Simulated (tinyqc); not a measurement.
Two-diode model of a solar cell: effect of the shunt resistance.

J is the current delivered and Vj = V + J Rs the junction voltage. J = X JL - J01 (exp(Vj/(n1 Vt)) - 1) - J02 (exp(Vj/(2 Vt)) - 1) - Vj/Rp. The photocurrent does not depend on voltage.

Jsc at V = 0, Voc at J = 0, the maximum power point where J (1 + 2 Rs G) = G Vj with G = -dJ/dVj; FF = Vmp Jmp/(Voc Jsc); efficiency Vmp Jmp/(X Pin). Empirical fill factor without parasitics FF0 = (v - ln(v + 0.72))/(v + 1), v = Voc/(n1 Vt).

Values chosen for this exercise; values of the order met in cells of a lead-halide perovskite:
```
symbol    value      unit                                              meaning
T           300         K                                          temperature
JL           20   mA/cm^2                              photocurrent at one sun
X             1      suns                                        concentration
J01     5.1e-21    A/cm^2                saturation current of the first diode
n1            1                             ideality factor of the first diode
Rs         0.59  ohm cm^2                                    series resistance
Pin         100   mW/cm^2                            incident power at one sun
J02     5.4e-11    A/cm^2  saturation current of the second diode (ideality 2)
```

Constants: q = 1.602176634e-19 C, kB = 1.380649e-23 J/K, Vt = kB T/q. Results are converted to the units shown.

Result of one run:
```
Rp (ohm cm^2)  Jsc (mA/cm^2)  Voc (V)  Vmp (V)  Jmp (mA/cm^2)      FF  efficiency (%)     FF0
3000                   20.00    1.018   0.8597          18.60  0.7857           15.99  0.8838
```

What becomes of these results when the shunt resistance Rp is changed from 3000 to 100 ohm cm^2, all else the same?

Result of the changed run:
```
Rp (ohm cm^2)  Jsc (mA/cm^2)  Voc (V)  Vmp (V)  Jmp (mA/cm^2)      FF  efficiency (%)     FF0
100                    19.88   0.9842   0.7889          11.78  0.4749           9.293  0.8808
```

The whole series:
```
Rp (ohm cm^2)  Jsc (mA/cm^2)  Voc (V)  Vmp (V)  Jmp (mA/cm^2)      FF  efficiency (%)     FF0
30                     19.61   0.5998   0.3000          9.807  0.2501           2.942  0.8275
100                    19.88   0.9842   0.7889          11.78  0.4749           9.293  0.8808
300                    19.96    1.009   0.8462          16.31  0.6853           13.80  0.8830
1000                   19.99    1.016   0.8570          18.08  0.7632           15.50  0.8836
3000                   20.00    1.018   0.8597          18.60  0.7857           15.99  0.8838
10000                  20.00    1.018   0.8606          18.78  0.7937           16.16  0.8838
30000                  20.00    1.018   0.8609          18.83  0.7959           16.21  0.8838
1e5                    20.00    1.018   0.8610          18.85  0.7967           16.23  0.8838
```

As Rp goes from 30 to 1e5, Voc rises from 0.600 to 1.02 V, FF rises from 0.250 to 0.797 and the efficiency rises from 2.94 to 16.2 %. Voc changes by 0.114 mV a decade between the last two rows and 735 mV between the first two. For Rp = 30, 100 the shunt carries over 0.3 of the photocurrent at open circuit, so it pulls Voc down and FF towards the 1/4 of a resistor.

Numbers from tinyqc (`OMP_NUM_THREADS=1 python tinyqc.py 2280106 2280107 out.jsonl`; about 0.01 s on one thread of a shared Intel Xeon 2.30GHz).
